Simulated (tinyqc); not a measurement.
Photoconductance decay in a wafer: bulk and surface recombination modes, and iron detection by pair splitting: one step, computed by the program tinyqc.

Both faces of the wafer have the same S; injection is low and all coefficients are constant. x runs from -W/2 to W/2.

Task: Effective lifetime. Even modes cos(a x) obey b tan b = S W/(2 D) with b = a W/2, odd modes sin(a x) obey -b cot b = S W/(2 D); each decays at the rate 1/tau_b + D a^2. tau_eff is the decay time of the first mode. The surface time is 1/(D a^2) of that mode; shortcuts for it are W/(2 S), W^2/(pi^2 D) and their sum, whose error is sum/surface time - 1.

Inputs (values chosen for the exercise, modelled on p-type silicon): thickness W = 525 micrometre; diffusivity D = 26.2 cm^2/s; bulk lifetime tau_b without iron = 510 microsecond; surface recombination velocity S = 55000 cm/s.

Give: tau_eff; surface time; W/(2 S); W^2/(pi^2 D); error of the sum; tau_eff/tau_b.

Result:

tau_eff = 10.81 microsecond

surface time = 11.05 microsecond

W/(2 S) = 0.4773 microsecond

W^2/(pi^2 D) = 10.66 microsecond

error of the sum = 0.7874 %

tau_eff/tau_b = 0.02121

The surfaces are fast, and diffusion to them sets the surface time. tau_eff is only 0.021 of tau_b, so it understates the bulk lifetime.
